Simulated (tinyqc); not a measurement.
# Worked calculation: small-signal admittance of a forward-biased p+-n diode

tinyqc, about 0.01 s, one thread, Intel Xeon 2.30GHz (shared host): `OMP_NUM_THREADS=1 python tinyqc.py 2890116 2890117 out.jsonl` Printed values are rounded.

Holes injected into a neutral base of width wb with an ohmic contact at its end; low injection, p0 far above the equilibrium density. A small voltage v exp(i w t), w = 2 pi f, modulates the edge density by p0 v/Vt, and the small-signal density obeys Dp d2p/dx2 = (1/tau + i w) p.

Parameters, values chosen for the exercise; permittivity close to that of gallium arsenide: temperature T = 350 K; relative permittivity eps_r = 12.9; donor density of the base Nd = 1.5e15 cm^-3; hole diffusion coefficient Dp = 5.9 cm^2/s; hole lifetime tau = 1e-6 s; width of the neutral base wb = 29 um; excess hole density at the junction edge p0 = 3.3e12 cm^-3; acceptor density of the p+ side Na = 9e18 cm^-3; signal frequency f = 2.5e5 Hz.

Constants: q = 1.602176634e-19 C, kB = 1.380649e-23 J/K, Vt = kB T/q, eps0 = 8.8541878128e-14 F/cm where lengths are in cm. Results are converted to the units shown.

## Closed-form admittance

L = sqrt(Dp tau); direct current J = (q Dp p0/L) coth(wb/L); k = sqrt(1 + i w tau)/L; diffusion admittance Y = (q Dp p0/Vt) k coth(k wb) = G + i w C_diff; junction capacitance C_j = sqrt(q eps0 eps_r Nd/(2 Vr)) in the depletion approximation, with the remaining barrier Vr = Vt ln(Na/p0), a rough value under forward bias; base-width modulation is left out.

L = 24.28992 um
J = 0.001543966 A/cm^2
k wb = 1.428233+0.783853i
Y = 0.05382377+0.02194393i S/cm^2
C_diff = 0.01396994 uF/cm^2
C_j = 0.01752378 uF/cm^2

G is 1.05 times its low-frequency value J/Vt, and C_diff is 0.797 times C_j.

## The same by finite differences

8 equal intervals, h = wb/8; u = small-signal density over its edge value, u_0 = 1, u_8 = 0; u_(i-1) + b u_i + u_(i+1) = 0 with b = -2 - h^2 (1/tau + i w)/Dp; Y = (q Dp p0/(Vt h)) (-b/2 - u_1), which includes the half box at the edge.

b = -2.022272-0.034985i

```
node,u
1,0.8221752-0.0604978i
2,0.6647786-0.0935791i
3,0.5254619-0.1054872i
4,0.4015390-0.1013614i
5,0.2901054-0.0854453i
6,0.1881224-0.0612828i
7,0.0924733-0.0319037i
```

Y on the mesh = 0.05391374+0.02225197i S/cm^2

Against the closed form the real part is 0.17 % above it and the imaginary part 1.4 % above it; |k h| = 0.20.
